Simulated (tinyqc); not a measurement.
Stretching all distances: RHF, UHF, MP2, CISD and CCSD against full CI in the sto-3g basis, for H2, spin multiplicity 1. Computed by the program tinyqc with PySCF. All coordinates are multiplied by the scale. c0^2 is the weight of the RHF determinant in the lowest singlet FCI state (UHF is spin-contaminated and may lie near states of higher spin) and n(LUMO) the first natural occupation beyond the occupied space.

Geometry (angstrom):

| atom | x | y | z |
|---|---|---|---|
| H | 0.0000 | 0.0000 | 0.0000 |
| H | 0.0000 | 0.0000 | 0.6560 |

Full CI energy (hartree) and errors against it (kcal/mol):

| scale | distance 1-2 (angstrom) | E(FCI) | RHF | UHF | MP2 | CISD | CCSD | <S^2> UHF | c0^2 | n(LUMO) |
|---|---|---|---|---|---|---|---|---|---|---|
| 0.940 | 0.617 | -1.12178 | 9.865 | 9.865 | 3.264 | 0.000 | 0.000 | 0.000 | 0.992 | 0.016 |
| 1.210 | 0.794 | -1.13469 | 14.429 | 14.429 | 5.365 | 0.000 | 0.000 | 0.000 | 0.985 | 0.031 |
| 1.750 | 1.148 | -1.06838 | 29.359 | 29.359 | 12.887 | 0.000 | 0.000 | 0.000 | 0.951 | 0.098 |
| 2.010 | 1.319 | -1.03137 | 40.272 | 31.793 | 18.642 | 0.000 | 0.000 | 0.431 | 0.920 | 0.160 |
| 2.280 | 1.496 | -0.99884 | 54.390 | 25.570 | 26.069 | 0.000 | 0.000 | 0.690 | 0.875 | 0.250 |
| 2.550 | 1.673 | -0.97445 | 70.812 | 17.684 | 34.317 | 0.000 | 0.000 | 0.832 | 0.819 | 0.361 |
| 2.820 | 1.850 | -0.95784 | 88.465 | 11.141 | 42.247 | 0.000 | 0.000 | 0.909 | 0.760 | 0.480 |

Estimate the missing row, scale = 1.48.

Computed row:
```
scale  distance 1-2 (angstrom)    E(FCI)     RHF     UHF    MP2   CISD   CCSD  <S^2> UHF   c0^2  n(LUMO)
1.480                    0.971  -1.10718  20.746  20.746  8.463  0.000  0.000      0.000  0.972    0.056
```

UHF parts from RHF first at scale 2.01 of those listed, where <S^2> leaves zero. The weight c0^2 goes from 0.99 to 0.76 and n(LUMO) from 0.02 to 0.48: static correlation grows as the bonds break into open-shell fragments. The spread of the error along the curve, which distorts its shape, is CISD 0.0, CCSD 0.0, UHF 21.9, MP2 39.0, RHF 78.6 kcal/mol. With two electrons CISD and CCSD are exact.
